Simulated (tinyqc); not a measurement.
# Worked calculation: van der Pauw, Hall and four-point-probe measurements on a doped layer

tinyqc, about 0.01 s, one thread, Intel Xeon 2.30GHz (shared host): `OMP_NUM_THREADS=1 python tinyqc.py 2850222 2850223 out.jsonl` Printed values are rounded.

A uniform p-type layer with sheet resistance Rs = 1/(q ns mu), point contacts, low field (mu B small).

Values chosen for this exercise:
```
symbol,value,unit,meaning
ns,1.8e14,cm^-2,sheet density of the layer
mu,130,cm^2/(V s),drift mobility
rH,1,,Hall factor
B,0.5,T,magnetic field
I,100,uA,current
ar,1.9,,side ratio a/b of a rectangular sample with corner contacts
t,1100,nm,thickness of the layer
```

Constants: q = 1.602176634e-19 C. Results are converted to the units shown.

## Resistances and Hall voltage

Rs = 1/(q ns mu). For a rectangle with contacts at the corners, RA = (8 Rs/pi) sum_(k>=0) ln coth((2k + 1) pi a/(2 b)) with current along a short side b and voltage along the opposite one, RB the same with a and b exchanged; Hall voltage VH = rH B I/(q ns), negative for electrons.

Rs = 266.731 ohm/square
RA = 3.47322 ohm
RB = 273.118 ohm
VH = 0.173375 mV

RB/RA = 78.6; for a square both equal Rs ln 2/pi = 58.9 ohm.

## Starting value

z = 2 ln 2/(pi (RA + RB)), exact for RA = RB.

z at the start = 1.59539 mS

## Iteration 1: new z

The van der Pauw equation exp(-pi RA z) + exp(-pi RB z) = 1 is solved for z = 1/Rs: e1 = exp(-pi RA z), e2 = exp(-pi RB z), f = e1 + e2 - 1, f' = -pi (RA e1 + RB e2), z(new) = z - f/f'.

e1 = 0.982743
e2 = 0.254390
f = 0.237133
f' = -0.228996 kohm
z after iteration 1 = 2.63093 mS

## Iteration 2: new z

As before.

e1 = 0.971701
e2 = 0.104622
f = 0.0763233
f' = -0.100371 kohm
z after iteration 2 = 3.39134 mS

## Course of the iteration

Stop when the step is below 1e-10 mS, or after 40 iterations.

Course of the iteration:
```
iteration  z before the step (mS)  step (mS)
1                         1.59539       1.04
2                         2.63093      0.760
3                         3.39134      0.317
4                         3.70839     0.0402
5                         3.74855    5.45e-4
6                         3.74909    9.80e-8
7                         3.74909    < 1e-12
```

Converged in 7 iterations.

## Sheet density, mobility and bulk values

converged z = 3.74909 mS

Rs = 1/z; Hall sheet density B I/(q |VH|); Hall mobility |VH|/(Rs B I); true values ns = rH times the Hall density, mu = Hall mobility/rH; bulk density ns/t, resistivity Rs t; correction factor F = Rs/[(pi/ln 2)(RA + RB)/2].

Rs = 266.731 ohm/square
Hall sheet density = 1.8e14 cm^-2
Hall mobility = 130 cm^2/(V s)
ns = 1.8e14 cm^-2
mu = 130 cm^2/(V s)
bulk density = 1.63636e18 cm^-3
resistivity = 0.0293404 ohm cm
F = 0.425541

Taking the mean of RA and RB without F would overstate Rs by 130 %.
